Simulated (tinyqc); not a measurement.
Worked calculation: finite-difference solution of the diffusion equation on a small grid. Computed by tinyqc, a small Python program that keeps every step. Command: `OMP_NUM_THREADS=1 python tinyqc.py 3016626 3016627 out.jsonl fdiff walk`. One thread of a shared host (Intel(R) Xeon(R) Processor @ 2.30GHz), about 0.01 s of CPU time with the checks. Intermediate numbers are printed to about 6 digits and carried at full precision; extremes and crossings named in words are read from the listed rows.

dC/dt = D d2C/dx2 on nodes x_j = j dx, j = 0..7; the far end is sealed.

Inputs (values chosen for the exercise):
```
quantity,value,unit
diffusivity D,0.85,nm^2/s
grid spacing dx,25,nm
time step dt,650,s
final time t_f,19500,s
surface value C_s,46,% of a reference
```

Boundary at x = 0: fixed surface value. Scheme: explicit.

start values C_j, j = 0, 1, ... (% of a reference): [0, 0, 0, 0, 0, 0, 0, 0]

## Mesh ratio and operator

The operator M acts as (M C)_j = C_(j-1) - 2 C_j + C_(j+1); at the sealed far end a mirror node gives 2 C_(N-2) - 2 C_(N-1); at j = 0, C_0 is held at C_s from the start (row of zeros). r = D dt/dx^2.

mesh ratio r = 0.884

operator M:
```
,0,1,2,3,4,5,6,7
0,0,0,0,0,0,0,0,0
1,1,-2,1,0,0,0,0,0
2,0,1,-2,1,0,0,0,0
3,0,0,1,-2,1,0,0,0
4,0,0,0,1,-2,1,0,0
5,0,0,0,0,1,-2,1,0
6,0,0,0,0,0,1,-2,1
7,0,0,0,0,0,0,2,-2
```

## Amplification factors

The mode of M with eigenvalue mu has its amplitude multiplied per step by g = (1 + (1 - theta) r mu)/(1 - theta r mu), with theta = 0 explicit, 1 implicit, 1/2 Crank-Nicolson; the explicit scheme is stable for r up to 2/|mu_min|.

eigenvalues mu of M: [-3.94986, -3.56366, -2.86777, -2.00000, -1.13223, -0.43634, -0.05014, 0.00000]

factors g: [-2.49167, -2.15028, -1.53511, -0.76800, -0.00089, 0.61428, 0.95567, 1.00000]

largest stable r of the explicit scheme = 0.506348

The smallest factor is -2.492: its size exceeds 1, so the shortest wave grows.

## Time step 1

C at the start (%): [46, 0, 0, 0, 0, 0, 0, 0]

With r = D dt/dx^2: (1 - theta r M) C(new) = (1 + (1 - theta) r M) C(old); theta = 0 explicit, 1 implicit, 1/2 Crank-Nicolson.

C after step 1 (%): [46.000, 40.664, 0.000, 0.000, 0.000, 0.000, 0.000, 0.000]

## Time step 2

The formulas are those given above.

C after step 2 (%): [46.0000, 9.4340, 35.9470, 0.0000, 0.0000, 0.0000, 0.0000, 0.0000]

## All steps

The run takes n = round(t_f/dt) steps of length t_f/n. The dose is the trapezoidal sum of C dx; the error is the largest difference from exp(M D t/dx^2) C(0), the exact time evolution on the same grid.

Course of the run:
```
step,t (s),C_1,C_4,dose (% nm),largest error
1,650,4.06640e+01,0,1.59160e+03,1.99873e+01
2,1300,9.43405e+00,0,1.70953e+03,2.26506e+01
3,1950,6.51958e+01,0,2.51763e+03,3.69530e+01
4,2600,-2.64389e+01,2.80910e+01,2.09341e+03,7.97783e+01
5,3250,1.49830e+02,-5.82045e+01,3.69431e+03,1.60212e+02
6,3900,-1.95693e+02,1.95290e+02,1.39966e+03,3.41685e+02
7,4550,5.14906e+02,-4.63822e+02,6.74108e+03,7.32137e+02
...,...,...,...,...,...
24,15600,-6.77282e+08,1.99348e+09,-4.38089e+09,2.20867e+09
25,16250,1.64073e+09,-4.93469e+09,1.05870e+10,5.57811e+09
26,16900,-3.98753e+09,1.22259e+10,-2.56731e+10,1.40598e+10
27,17550,9.71931e+09,-3.03128e+10,6.24512e+10,3.53787e+10
28,18200,-2.37524e+10,7.52068e+10,-1.52346e+11,8.88968e+10
29,18850,5.81836e+10,-1.86696e+11,3.72582e+11,2.23103e+11
30,19500,-1.42825e+11,4.63692e+11,-9.13275e+11,5.59345e+11
```

C at the end (%): [4.60000e+01, -1.42825e+11, 2.73262e+11, -3.81825e+11, 4.63692e+11, -5.18672e+11, 5.49510e+11, -5.59345e+11]

largest error at t_f = 5.59345e+11 %

final dose = -9.13275e+11 % nm

final C_4 = 4.63692e+11 %

The error grows by a factor near 2.49 a step with alternating sign from node to node: r = 0.884 exceeds the stability limit 0.506 of the explicit scheme.

Reruns converge with time step dt = 260.0; or with scheme = implicit; or with scheme = Crank-Nicolson. Reruns still fail with time step dt = 520.0.
